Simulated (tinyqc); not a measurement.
Anisotropic wet etching of Si(100): plane rates, V-grooves, membranes and undercut: one step, computed by the program tinyqc.

A long slot opens the mask on a (100) wafer. The floor etches at R100; (111) walls stand at theta = arctan(sqrt2) = 54.7356 degrees to the surface and recede at R111 along their normal.

Problem. Shape after the time t. A misaligned edge exposes ledges and adds R100 sin(misalignment) to the lateral rate (a simple estimate): u = R111/sin(theta) + R100 sin(misalignment). Top width W = w + 2 u t; floor width b = W - 2 z/tan(theta) = W - sqrt2 z. The floor lasts until b = 0, at t_V = w/(sqrt2 R100 - 2u); depth z = R100 t before t_V and W/sqrt2 after.

Inputs (values chosen for the exercise, close to those used for potassium hydroxide solutions): bath temperature T = 80 C; width w (mask opening along <110>, or membrane width in the design step) = 64 um; misalignment of the mask = 1 degrees; etch time t = 3 min.

R100 = 1.361706 um/min

R111 = 0.005920461 um/min

Give: lateral rate u; time t_V to close the V; top width W; depth z; floor width b.

Solution.

lateral rate u = 0.03102 um/min

time t_V to close the V = 34.34 min

top width W = 64.19 um

depth z = 4.085 um

floor width b = 58.41 um

The floor remains; undercut per side is 0.0930 um, 2.28 % of the depth.
